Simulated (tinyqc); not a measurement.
Composition of the layer: band edges of strained Si(1-x)Ge(x) on relaxed Si(1-y)Ge(y).

Values are linear in the Ge fraction but for ED(x) = linear - CD x (1 - x) and a(x) = linear - Ca x (1 - x). Energies are on the common scale of Ev.

Coherent growth on a (111) face: e_par = (a(y) - a(x))/a(x), e_perp = -(2 C11 + 4 C12 - 4 C44)/(C11 + 2 C12 + 4 C44) e_par; exx = eyy = ezz = (2 e_par + e_perp)/3 and exy = eyz = ezx = (e_perp - e_par)/3.

A valley with unit axis u lies at Ev + gap + (av + a_valley) tr(e) + Xu (u.e.u - tr(e)/3); the Delta axes are x, y, z and the L axes [111], [1-1-1], [-11-1], [-1-11]. The second-order shift of the Delta valleys under shear is left out; it lowers the pair normal to the sheared plane by tens of meV at a shear of 1 %.

Valence edges: Ev plus the levels of the 6 x 6 matrix of X, Y, Z times spin with -Dso/3 + l exx + m (eyy + ezz) on the diagonal (cyclic), n exy off it, l = av + 2 b, m = av - b, n = sqrt(3) d. Spin-orbit term (Dso/3) L.sigma on X, Y, Z with (L_k)_ij = -i epsilon_kij: <X+|H|Y+> = -i Dso/3, <X+|H|Z-> = Dso/3, <Y+|H|Z-> = -i Dso/3, <Z+|H|X-> = -Dso/3, <Z+|H|Y-> = i Dso/3, <X-|H|Y-> = i Dso/3, and their conjugates; + and - are the spin along z.

Inputs chosen for the exercise (end members near Si and Ge, in this order; not measured data):
```
symbol  value           unit      meaning
a       (5.433, 5.657)  angstrom  lattice constant
Dso     (0.044, 0.293)  eV        spin-orbit splitting
av      (2.48, 1.23)    eV        valence hydrostatic potential
b       (-2.09, -2.53)  eV        tetragonal shear potential
d       (-4.82, -5.31)  eV        trigonal shear potential
C11     (165.1, 128.7)  GPa
C12     (64.8, 47.6)    GPa
C44     (79.7, 66.9)    GPa
Ev      (0, 0.62)       eV        top of the unstrained valence band
ED      (1.169, 0.93)   eV        gap to the Delta valleys
EL      (2.025, 0.733)  eV        gap to the L valleys
aD      (1.69, 1.23)    eV        hydrostatic potential of the Delta gap
aL      (-3.37, -2.88)  eV        hydrostatic potential of the L gap
XuD     (9.1, 9.57)     eV        uniaxial potential, Delta
XuL     (15.92, 15.01)  eV        uniaxial potential, L
CD      0.226           eV        bowing of the Delta gap
Ca      0               angstrom  bowing of the lattice constant
face    111                       growth face
y       0                         Ge fraction of the relaxed buffer
```

The buffer is kept. dEc = Ec(buffer) - Ec(layer), dEv = Ev(layer) - Ev(buffer); buffer edges Ev(y) and Ev(y) + min(ED, EL). The digit behind Delta or L counts whole valleys.

Results:
```
x     e_par (%)  lowest valleys  gap (eV)  next valleys above (meV)  valence splitting (meV)  dEc (eV)  dEv (eV)
0.08      -0.33          Delta6     1.112                       797                       20     0.007     0.051
0.16      -0.66          Delta6     1.057                       735                       35     0.009     0.102
0.24      -0.98          Delta6     1.006                       670                       47     0.008     0.155
0.31      -1.26          Delta6     0.964                       611                       57     0.003     0.202
0.39      -1.58          Delta6     0.919                       539                       68    -0.007     0.257
0.47      -1.90          Delta6     0.878                       465                       80    -0.021     0.312
0.55      -2.22          Delta6     0.839                       387                       91    -0.039     0.369
```

What does the comparison show, and why?

The gap is 1.112 eV in the first row and 0.839 eV in the last. The lowest valleys are Delta6 throughout. Per 0.1 of x the valence offset moves by +68 meV on average; the conduction offset lies between -39 and +9 meV, not monotonically. Both carriers sit on one side for x = 0.08, 0.16, 0.24 and 0.31, and on opposite sides elsewhere. Offsets below about 30 meV are within the spread of parameter sets, so those rows do not settle the type. Strains above 2 % can be kept only in layers of a few nanometres.

Program tinyqc; command `OMP_NUM_THREADS=1 python tinyqc.py 1080141 1080142 out.jsonl`; about 0.01 s on one thread of a shared Intel(R) Xeon(R) Processor @ 2.30GHz.
